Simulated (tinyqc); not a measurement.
Offset from the accumulated charge.

Question. Layer 1 (x < 0) accumulates electrons and layer 2 (x > 0) is depleted. Boltzmann statistics. Sheet densities from the first integral: Q1 = sqrt((2 eps0 eps_r Vt N1/q)(exp(u1) - u1 - 1)) extra electrons, Q2 = sqrt((2 eps0 eps_r Vt N2/q)(exp(-u2) + u2 - 1)) missing ones, u = V/Vt; neutrality Q1 = Q2 + si. V1 + V2 = dE + Vt ln[(N2/Nc2)/(N1/Nc1)]. Find V1, V2 and dE.

Values chosen for this exercise; values of the order of III-V alloys: temperature T = 300 K; relative permittivity of both layers eps_r = 13.1; density of states of the narrow-gap layer 1 Nc1 = 4.8e17 cm^-3; density of states of the wide-gap layer 2 Nc2 = 9.6e17 cm^-3; donor density in layer 1 N1 = 5.8e15 cm^-3; donor density in layer 2 N2 = 1.2e16 cm^-3; fixed charge at the interface si = 0 cm^-2.

Constants: q = 1.602176634e-19 C, kB = 1.380649e-23 J/K, Vt = kB T/q, eps0 = 8.8541878128e-14 F/cm where lengths are in cm. Results are converted to the units shown.

Q1 = 1.0379592e11 cm^-2

Solution. Each sheet density rises steadily with its bending, so Q1 fixes V1 and Q2 = Q1 - si fixes V2.

V1 = 0.05391 V
V2 = 0.08696 V
dE = 0.1400 eV

Program tinyqc, `OMP_NUM_THREADS=1 python tinyqc.py 2410144 2410145 out.jsonl`; Intel Xeon 2.30GHz, shared host, one thread, about 0.1 s.
